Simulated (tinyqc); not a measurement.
Admittance spectroscopy of a deep trap: effect of the bias.

Schottky contact on an n-type layer with shallow donors Nd (all ionised) and a donor-like deep trap, neutral when filled and positive when empty; depletion approximation. Traps within lam of the depletion edge stay filled. The traps at xt = W - lam, where the level crosses the Fermi level, follow a slow signal and not a fast one. w = 2 pi f.

Emission rate en = sn vth(T) Nc(T) exp(-Et/kB T) = sn g T^2 exp(-Et/kB T), g = vth Nc/(300 K)^2, as vth goes as T^0.5 and Nc as T^1.5 (degeneracy factor 1). lam = sqrt(2 eps0 eps_r (EF - ET)/(q Nd)), EF - ET = Et - (kB T/q) ln(Nc(T)/Nd), Nc(T) = Nc (T/300 K)^1.5. In the steady state at the band bending V, 2 eps0 eps_r V/q = Nd W^2 + Nt (W - lam)^2 (the second term only if W > lam). V = Vbi + Vr. C_HF = eps0 eps_r/W, C_LF = eps0 eps_r (Nd + Nt)/(Nd W + Nt xt). Inflection frequency w0 = 2 en [1 + Nt xt/(Nd W)]; C = C_HF + (C_LF - C_HF)/(1 + (w/w0)^2), G/w = (C_LF - C_HF)(w/w0)/(1 + (w/w0)^2).

Inputs (values chosen for the exercise); material values close to those of gallium arsenide: relative permittivity eps_r = 13; conduction-band density of states at 300 K Nc = 4.34e17 cm^-3; thermal velocity at 300 K vth = 4.6e7 cm/s; shallow donor density Nd = 5.2e14 cm^-3; built-in voltage Vbi = 1.02 V; depth of the trap below the conduction edge Et = 0.2 eV; capture cross-section sn = 4.9e-15 cm^2; trap density Nt = 5.7e13 cm^-3; temperature T = 153 K.

Constants: q = 1.602176634e-19 C, kB = 1.380649e-23 J/K, eps0 = 8.8541878128e-14 F/cm where lengths are in cm. Results are converted to the units shown.

Effect of the bias:
```
Vr (V),W (nm),xt/W,C_HF (nF/cm^2),step (nF/cm^2),step (% of C_HF)
0,1642,0.6426,7.010,0.2565,3.660
0.9,2238,0.7377,5.144,0.1368,2.660
1.7,2655,0.7789,4.336,0.09680,2.232
2.6,3055,0.8079,3.767,0.07286,1.934
3.4,3371,0.8259,3.415,0.05975,1.750
4.3,3694,0.8411,3.116,0.04969,1.595
5.1,3958,0.8517,2.908,0.04323,1.486
6,4235,0.8614,2.718,0.03771,1.388
```

Read the table: what changes, and by how much?

xt/W rises from 0.643 to 0.861 since lam stays at 587 nm, and the relative step falls from 3.66 to 1.39 %: the nearer xt lies to W in proportion, the less the traps add.

tinyqc, about 0.01 s, one thread, Intel Xeon 2.30GHz (shared host): `OMP_NUM_THREADS=1 python tinyqc.py 2050107 2050108 out.jsonl`
